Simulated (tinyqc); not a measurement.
Tight binding, kagome lattice, step by step. One step of it, computed by the program tinyqc.

Question. Levels at K. Diagonalise the Hermitian matrix.

H(k) at K (eV):
```
,A,B,C
A,0.000000,-0.725000+1.255737i,-0.725000-1.255737i
B,-0.725000-1.255737i,0.000000,-0.725000+1.255737i
C,-0.725000+1.255737i,-0.725000-1.255737i,-0.850000
```

Give: eigenvalues; weights |c|^2 of the basis functions.

Answer.

eigenvalues (eV): -2.0511  -1.4500  2.6511

weights |c|^2 of the basis functions:
```
,band 1,band 2,band 3
A,0.1277,0.5000,0.3723
B,0.1277,0.5000,0.3723
C,0.7446,0.0000,0.2554
```
